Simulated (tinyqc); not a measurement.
UKS/PBE in the sto-6g basis, for H3, spin multiplicity 2, step by step. One step of it, computed by the program tinyqc.

Problem. Orthogonalisation. S = U s U^T; canonical form X = U s^(-1/2), so that X^T S X = 1. Each column of U has its largest component positive (the first on a tie).

overlap S, lower triangle:
```
          1H 1s     2H 1s     3H 1s
1H 1s  1.000000
2H 1s  0.324089  1.000000
3H 1s  0.324173  0.075587  1.000000
```

Give: eigenvalues of S; X.

Solution.

eigenvalues of S: 0.5778  0.9244  1.4977

X:
```
             1        2       3
1H 1s   0.9677   0.0000  0.5535
2H 1s  -0.6300   0.7355  0.4250
3H 1s  -0.6303  -0.7353  0.4251
```
